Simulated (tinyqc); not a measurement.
Inside a calculation. Method: lattice vibrations of a chain. One step of it, computed by the program tinyqc.

Task: Frequencies. omega^2 are the eigenvalues; wavenumber = 521.4708 sqrt(eigenvalue) 1/cm.

D(q) (eV/(angstrom^2 u)):
```
[[0.260398, -0.168785, 0.000000, -0.048618+0.254863i],
 [-0.168785, 1.467213, -0.326586, 0.000000],
 [0.000000, -0.326586, 0.305133, -0.240138],
 [-0.048618-0.254863i, 0.000000, -0.240138, 0.626822]]
```

Give: eigenvalues; wavenumbers; weights |e|^2 of the mass-weighted modes.

Result:

eigenvalues: [0.018, 0.241, 0.821, 1.579]

wavenumbers (1/cm): [69.6, 256.1, 472.6, 655.3]

weights |e|^2 of the mass-weighted modes, order atom 1, atom 2, atom 3, atom 4:
```
[[0.375, 0.471, 0.137, 0.018],
 [0.033, 0.028, 0.031, 0.909],
 [0.354, 0.487, 0.092, 0.067],
 [0.239, 0.014, 0.741, 0.007]]
```
